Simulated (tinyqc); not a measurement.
# Worked calculation: crystallisation kinetics and data retention of a phase-change cell

Program tinyqc, `OMP_NUM_THREADS=1 python tinyqc.py 2490114 2490115 out.jsonl`; Intel Xeon 2.30GHz, shared host, one thread, about 0.02 s. Printed values are rounded.

Johnson-Mehl-Avrami-Kolmogorov law X = 1 - exp(-y^n), y = integral of k dt, k = (1/100 s) exp[-(Ec q/kB)(1/T - 1/T1)].

Inputs (values chosen for the exercise); values of the order of Ge-Sb-Te and related chalcogenides:
```
symbol,value,unit,meaning
Ec,1.91,eV,activation energy of crystallisation
T1,411,K,temperature at which the rate k is 1/(100 s)
n,2.5,,Avrami exponent
Xf,0.4,,crystalline share at which the state is lost
T,330,K,storage temperature
b,20,K/min,heating rate
Ta,386,K,start of the ramp table
dT,6,K,step of the table
m,10,,steps
```

Constants: q = 1.602176634e-19 C, kB = 1.380649e-23 J/K. Results are converted to the units shown.

Range of the model: One Arrhenius rate is assumed; incubation, growth from the boundary and the non-Arrhenius kinetics of the supercooled liquid are left out.

## Retention

At fixed T the state fails at t = (-ln(1 - Xf))^(1/n)/k; ten years are 3.15576e8 s.

k = 1.78337e-8 1/s
y at failure = 0.764380
time to fail = 4.28615e7 s
the same in years = 1.35820
temperature for ten years = 320.474 K

The cell misses ten years at 330 K.

## A heating ramp

T rises at the rate b. Start with y = k (kB Ta^2/(q Ec))/b, the integral from cold to Ta to leading order; over each step k is taken as exponential in T, so y gains (dT/b)(k2 - k1)/ln(k2/k1). dX/dt = n y^(n - 1) k exp(-y^n), listed as 0 once y^n exceeds 23.

T, point 0 to 10 (K): [386, 392, 398, 404, 410, 416, 422, 428, 434, 440, 446]
k, point 0 to 10 (1/s): [3.04162e-4, 7.32495e-4, 0.00171790, 0.00392819, 0.00876750, 0.0191206, 0.0407846, 0.0851664, 0.174260, 0.349662, 0.688590]
y, point 0 to 10: [0.00613394, 0.0149063, 0.0357149, 0.0838183, 0.192313, 0.431318, 0.946080, 2.03106, 4.27103, 8.80456, 17.8069]
X, point 0 to 10: [2.94679e-6, 2.71281e-5, 2.41030e-4, 0.00203192, 0.0160881, 0.115010, 0.581301, 0.997203, 1, 1, 1]
dX/dt, point 0 to 10 (1/s): [3.65303e-7, 3.33264e-6, 2.89805e-5, 2.37825e-4, 0.00181880, 0.0119833, 0.0392854, 0.00172408, 0, 0, 0]

Among the points the rate is largest at 422 K, where X = 0.581; the exact peak lies at 422.4 K.
